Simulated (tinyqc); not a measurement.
From results back to parameters: valley splitting in a one-orbital chain of atomic planes (second-neighbour model). Two cases, with inputs chosen for the exercise.

Problem. For E(phi) = e0 + 2 v cos(phi) + 2 u cos(2 phi) with u, v > 0 and planes a/4 apart, the heights of the band at phi = 0 and phi = pi above its minimum were computed from hidden u and v; c = hbar^2/2m0.

Constants: hbar^2/2m0 = 3.80998211 eV angstrom^2.

Find: u, v; phi0; mass at the minimum.

Method. E - Emin = 4u (cos(phi) + v/(4u))^2. The difference of the two heights is 4v, and for v < 4u the sum of their square roots is 4 sqrt(u). The mass is (2c)/((a/4)^2 (8u - v^2/(2u))).

Case 1.

Values chosen (out of a larger set: near those of the Delta valleys of silicon; abrupt walls in this chain split the valleys several times more than measured wells; not measured data): a = 5.437 angstrom (lattice constant; planes lie a/4 apart).

E(0) - Emin = 3.546240 eV
E(pi) - Emin = 1.578240 eV

Solution.

u, v (eV): 0.616  0.492

phi0 = 1.7718 rad
mass at the minimum = 0.872 m0

Case 2.

Values chosen (out of a larger set: near those of the Delta valleys of silicon; abrupt walls in this chain split the valleys several times more than measured wells; not measured data): a = 5.422 angstrom (lattice constant; planes lie a/4 apart).

E(0) - Emin = 3.873879 eV
E(pi) - Emin = 1.437879 eV

Solution.

u, v (eV): 0.627  0.609

phi0 = 1.8161 rad
mass at the minimum = 0.879 m0

Computed by tinyqc, one run a case: `OMP_NUM_THREADS=1 python tinyqc.py N N+1 out.jsonl` with N = 1451186, 1451191; one thread of a shared Intel(R) Xeon(R) Processor @ 2.30GHz, about 0.01 s a run at most.
